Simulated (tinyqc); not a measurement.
Inside a calculation: k.p theory built from an empirical-pseudopotential calculation at Gamma. Values are carried at full precision from step to step, so a last printed digit may differ when a step is redone from the rounded ones.

Empirical pseudopotential on the fcc lattice, atoms at +/- tau, tau = a (1,1,1)/8, no spin-orbit coupling. H(G,G') = c (2 pi/a)^2 |k + G|^2 delta + VS(q) cos(q.tau) + i VA(q) sin(q.tau), q = G - G', c = hbar^2/2m0; k and G in units of 2 pi/a; VS at |q|^2 = 3, 8, 11 and VA at 3, 4, 11, in rydberg, zero elsewhere. The basis is fixed: all 89 G with |G|^2 up to Gcut. Energies are counted from the fourth level at Gamma.

Constants: hbar^2/2m0 = 3.80998211 eV angstrom^2; Ry = 13.60569312 eV.

Parameters, chosen for this exercise (near those of InAs; not measured data): a = 6.026 angstrom (lattice constant); VS = (-0.225, 0.001, 0.052) Ry (symmetric form factors); VA = (0.082, 0.049, 0.03) Ry (antisymmetric form factors); Gcut = 19 (2 pi/a)^2 (largest |G|^2 of the fixed basis).

## Levels at Gamma

Diagonalise H at k = 0 and group equal levels.

Multiplets at Gamma:
```
multiplet  degeneracy    E (eV)
1                   1  -11.2671
2                   3    0.0000
3                   1    0.5903
4                   3    4.6060
5                   1    7.8569
6                   2    8.3523
7                   3   12.1862
8                   1   13.8088
9                   3   24.3178
```

The lowest empty multiplet is a singlet at 0.590 eV; the lowest empty singlet (s-like) is multiplet 3.

## Mass of the s-like conduction level (multiplet 3)

For a multiplet A of d_A states, W(B) = (4 c/(3 d_A)) sum over n in A, m in B and i = x, y, z of |<n|G_i|m>|^2 (G in 1/angstrom, <n|G_i|m> = sum_G c_n(G)* G_i c_m(G)); the mean inverse mass of A is 1 + sum_B W(B)/(E_A - E_B). Multiplets with W = 0 are left out.

List the couplings (the first eight at most); W to the valence triplet is the Kane energy Ep.

Couplings:
```
multiplet B  degeneracy  E_B (eV)   W (eV)  W/(E_A - E_B)
2                     3    0.0000  14.8334        25.1284
4                     3    4.6060   0.0103        -0.0026
7                     3   12.1862   0.3349        -0.0289
11                    3   24.4375   0.6670        -0.0280
12                    3   24.8194   0.1895        -0.0078
15                    3   36.6721   0.0460        -0.0013
16                    3   37.4941   0.0014         0.0000
18                    3   38.3900   0.0133        -0.0004
```

sum over the higher multiplets = -0.0028
1/m = 26.0568

Ep = 14.83 eV. The valence triplet gives 25.13, all other levels together -0.07; m = 0.0384, against 0.0383 for two levels alone.

## Valence parameters

Fold all other levels onto the valence triplet: D(u) = c + 4 c^2 sum_m <n|u.G|m><m|u.G|n'>/(0 - E_m), in units of c. Along [100] its eigenvalues are L (once) and M (twice); along [111] (L + 2M + 2N)/3 (once) and (L + 2M - N)/3 (twice). Then g1 = -(L + 2M)/3, g2 = -(L - M)/6, g3 = -N/6.

eigenvalues along [100]: -25.454  -1.688  -1.688

eigenvalues along [111]: -27.364  -0.732  -0.732

L, M, N: -25.454  -1.688  -26.632

g1, g2, g3: 9.610  3.961  4.439

With spin-orbit coupling added at fixed g1, g2, g3 and large against the hole energy these give heavy and light masses along [100] of 0.593 and 0.057. The s-like level alone adds Ep/(3E) = 8.38 to g1. Local form factors fix Ep and the gap only roughly, so these values can lie far from measured ones.

## Checks

- 1/m of the s-like level from the sum against the curvature of the band: both 26.06.
- L and M against the curvatures along [100]: largest relative difference 7.4e-06.

(tinyqc, `OMP_NUM_THREADS=1 python tinyqc.py 1080794 1080795 out.jsonl`, Intel(R) Xeon(R) Processor @ 2.30GHz, 1 thread, shared host, about 0.5 s.)
